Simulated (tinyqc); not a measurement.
Competing polymorphs of an oxide film: bulk, surface, grain-boundary, dopant and field terms: one step, computed by the program tinyqc.

Phases: monoclinic m (reference), polar orthorhombic o, tetragonal t. Free energies per formula unit (f.u.); 1 J/m^2 x angstrom^3/nm = 6.241509 meV.

Task: Free energies of the grain. Area per volume: A = 2/h + f_b/R (two free faces; the side wall 2/R is shared by two grains and carries f_b gamma); G = b + gamma Omega A.

Inputs (values chosen for the exercise, for a model oxide): surface energy of m = 2.91 J/m^2; surface energy of o = 2.5 J/m^2; surface energy of t = 2.41 J/m^2; grain-boundary energy over surface energy = 0.43; volume per formula unit Omega = 35.5 angstrom^3; film thickness h = 21 nm; grain radius R = 20 nm; temperature T = 500 K.

Geometry: columnar grains in a film.

b (meV/f.u.): m 0.00, o 48.05, t 90.70

Give: area per volume A; G less G(m); G(o) - G(m); G(t) - G(o).

Result:

area per volume A = 0.1167 1/nm

G less G(m) (meV/f.u.): m 0.00, o 37.44, t 77.77

G(o) - G(m) = 37.44 meV/f.u.

G(t) - G(o) = 40.32 meV/f.u.

The lowest phase is m, by 37.4 meV/f.u. over o, as in the bulk terms. Caution: this is an equilibrium ranking; real films often keep the phase that nucleates first on cooling from t.
